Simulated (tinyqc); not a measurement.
Inside a calculation. Model: ion implantation: universal nuclear stopping, Lindhard-Scharff electronic stopping and a Gaussian range profile. Computed by tinyqc, a small Python program that keeps every step. Command: `OMP_NUM_THREADS=1 python tinyqc.py 3009070 3009071 out.jsonl implant walk`. One thread of a shared host (Intel(R) Xeon(R) Processor @ 2.30GHz), about 0.05 s of CPU time with the checks. Intermediate numbers are printed to about 6 digits and carried at full precision; extremes and crossings named in words are read from the listed rows.

An ion slows by elastic collisions with screened nuclei and by friction with electrons; channelling is ignored and the target is uniform.

Inputs (values chosen for the exercise, modelled on nitrogen ions in copper):
```
quantity                                 value    unit
ion atomic number Z1                         7       -
ion mass M1                                 14       u
target atomic number Z2                     29       -
target mass M2                           63.55       u
target density N                          84.9  1/nm^3
ion energy E                               9.3     keV
scale factor of electronic stopping k      1.2       -
dose Q                                 2.2e+15  1/cm^2
background C_B                         2.2e+15  1/cm^3
displacement energy E_d                     30      eV
anneal budget D t                      1.4e-14    cm^2
```

Follow-up: anneal.

## Stopping at the entry energy

Reduced energy eps = 32.53 M2 E/(Z1 Z2 (M1 + M2)(Z1^0.23 + Z2^0.23)), E in keV; s_n = ln(1 + 1.1383 eps)/(2 (eps + 0.01321 eps^0.21226 + 0.19593 eps^0.5)) for eps up to 30 and ln(eps)/(2 eps) above; S_n = 8.462 Z1 Z2 M1 s_n/((M1 + M2)(Z1^0.23 + Z2^0.23)) in 1e-15 eV cm^2. S_e = k 3.83 Z1^(7/6) Z2/(Z1^(2/3) + Z2^(2/3))^(3/2) sqrt(E/M1) in 1e-15 eV cm^2, E in keV. dE/dx = N (S_n + S_e); 1e-15 eV cm^2 = 0.1 eV nm^2.

reduced energy eps = 0.327067

s_n = 0.352014

S_n = 29.2353 x 1e-15 eV cm^2

S_e = 22.1857 x 1e-15 eV cm^2

energy loss dE/dx = 436.564 eV/nm

Nuclear stopping carries 57 % of the loss at entry.

## Range and straggle

Path length R = int_0^E dE'/(N (S_n + S_e)); energy lost to nuclei nu = int_0^E S_n/(S_n + S_e) dE' (both with E' = E y^3 and 64 Gauss-Legendre points in y). Estimates of Lindhard type: R_p = R/(1 + M2/(3 M1)), straggle dR_p = (2/3) R_p sqrt(M1 M2)/(M1 + M2).

path length R = 30.4835 nm

projected range R_p = 12.1299 nm

straggle dR_p = 3.11032 nm

energy lost to nuclei nu = 6.07131 keV

65 % of the energy goes to nuclei over the whole path. Caution: the estimates of R_p and dR_p assume mainly nuclear stopping and an ion not much lighter than the target; here they are rough, and for light ions in heavy targets the straggle can be low by a factor of two or more.

## Gaussian profile

C(x) = C_p exp(-(x - R_p)^2/(2 dR_p^2)) with C_p = Q/(sqrt(2 pi) dR_p), 1 nm = 1e-7 cm; the profile falls to the background at x_j = R_p + dR_p sqrt(2 ln(C_p/C_B)); the peak atomic fraction is C_p/N.

peak concentration C_p = 2.82181e+21 1/cm^3

Depth x_j where C falls to C_B = 28.6259 nm

peak atomic fraction = 0.0332369

## Damage

Kinchin-Pease count with efficiency 0.8: N_d = 0.8 nu/(2 E_d), taking all of nu as damage energy (an upper estimate, as recoils also lose energy to electrons). Spread over a depth R_p + dR_p, displacements per atom = Q N_d/(N (R_p + dR_p)).

displacements per ion N_d = 80.9508

displacements per atom = 1.37641

One displacement per atom would need a dose of 1.6e15 per cm^2 if no defects annealed. Caution: above a few tenths of a displacement per atom cascades overlap, so the count overstates new damage; heavy ions turn silicon and germanium amorphous at such levels, while light ions such as boron and metal targets anneal much of the damage.

## Anneal

Far from the surface a Gaussian stays Gaussian: sigma^2 = dR_p^2 + 2 D t; peak Q/(sqrt(2 pi) sigma); x_j = R_p + sigma sqrt(2 ln(peak/C_B)).

width sigma = 3.53186 nm

peak after the anneal = 2.48501e+21 1/cm^3

x_j after the anneal = 30.7768 nm

x_j moves by 2.15 nm.

## Nuclear against electronic stopping over energy

The formulas are those given above.

Stopping (1e-15 eV cm^2) and range:
```
E (keV)          eps      S_n      S_e   R (nm)      nu/E
1        3.51685e-02  20.7895    7.275    7.507  0.765770
2        7.03369e-02  24.6368   10.288   11.220  0.743949
5        1.75842e-01  28.3623   16.267   19.993  0.698204
10       3.51685e-01  29.2226   23.006   32.074  0.646611
20       7.03369e-01  27.7552   32.535   52.901  0.576378
50       1.75842e+00  22.4496   51.442  105.303  0.453418
100      3.51685e+00  17.1368   72.750  177.157  0.346284
200      7.03369e+00  12.0517  102.884  292.170  0.243182
500      1.75842e+01   6.8615  162.674  540.708  0.135516
```

Nuclear stopping peaks near 10 keV among these rows (eps = 0.35; the universal curve peaks near 0.3). Electronic stopping overtakes it between 10 and 20 keV. The path length grows as E^0.58 at the low end and E^0.67 at the high end; constant stopping would give E^1, and stopping that rises with E, be it nuclear (below its peak) or electronic, gives a lower exponent.

Checks made by the program: range against adaptive quadrature (relative difference 2e-06).
